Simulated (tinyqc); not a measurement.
## Off-state leakage of single and stacked transistors: leakage components against the body voltage

n-channel devices of unit width. Subthreshold current I(Vg, Vs, Vd) = I0 (T/300 K)^0.5 exp[(Vg - Vs - VT(T) - gb (Vs - Vb) + dd (Vd - Vs))/(nf Vt)] (1 - exp(-(Vd - Vs)/Vt)), VT(T) = VT - cT (T - 300 K). Gate-edge tunnelling Ig (Vd/1 V) exp(ag (Vd - 1 V)), for a gate at 0 V, and band-to-band leakage Ab u exp(-Bb/u), u = Vd - Vb + 1 V, flow at a drain held at V; both are taken as independent of T. In a stack of off transistors (all gates at 0 V) the same subthreshold current passes through each.

One transistor with Vg = Vs = 0, Vd = V; stack factor I(one)/I(two in series).

Values chosen for this exercise; values of the order met in bulk silicon logic transistors:
```
symbol  value       unit                                             meaning
T         300          K                                         temperature
V         0.8          V                                      supply voltage
VT       0.36          V        threshold at 300 K, zero drain and body bias
cT        0.8       mV/K              fall of the threshold with temperature
I0       0.49      uA/um                       current at threshold at 300 K
nf       1.35                                                   slope factor
dd       0.05                                drain-induced lowering per volt
gb       0.14             rise of the threshold per volt of source-body bias
Ig       8e-6      uA/um                 gate-edge tunnelling current at 1 V
ag        4.5        1/V               exponential slope of the gate current
Ab          1  uA/(um V)      prefactor of band-to-band leakage at the drain
Bb         21          V                             its exponential voltage
```

Constants: q = 1.602176634e-19 C, kB = 1.380649e-23 J/K, Vt = kB T/q. Results are converted to the units shown.

The same in every row: gate edge (nA/um) = 0.0026020; stack factor = 3.8095.

Leakage components against the body voltage:

| Vb (V) | subthreshold (nA/um) | band-to-band (nA/um) | total (nA/um) | largest part |
|---|---|---|---|---|
| 0.2 | 0.11391 | 0.0031916 | 0.11971 | subthreshold |
| 0 | 0.051068 | 0.015435 | 0.069105 | subthreshold |
| -0.2 | 0.022894 | 0.055073 | 0.080569 | band-to-band |
| -0.4 | 0.010263 | 0.15736 | 0.17022 | band-to-band |
| -0.6 | 0.0046011 | 0.38031 | 0.38751 | band-to-band |
| -0.8 | 0.0020627 | 0.80763 | 0.81229 | band-to-band |
| -1 | 9.2471e-4 | 1.5486 | 1.5522 | band-to-band |
| -1.2 | 4.1455e-4 | 2.7356 | 2.7387 | band-to-band |
| -1.4 | 1.8584e-4 | 4.5195 | 4.5223 | band-to-band |

As Vb goes from 0.2 to -1.4, the total leakage goes from 0.120 through a minimum of 0.0691 (at Vb = 0 among the rows listed) to 4.52 nA/um. The subthreshold part leads at Vb = 0.2, the band-to-band part from -0.2 on. The exact minimum lies at Vb = -0.0650 V: reverse body bias lowers the subthreshold part by a decade every nf Vt ln 10/gb = 0.574 V but raises the band-to-band part. The reduction by a stack of two stays at 3.81, for the subthreshold part alone. For Vb = 0.2 the body is forward biased; the junction current, left out, is still small at this voltage.

Numbers from tinyqc (`OMP_NUM_THREADS=1 python tinyqc.py 2242032 2242033 out.jsonl`; about 0.03 s on one thread of a shared Intel Xeon 2.30GHz).
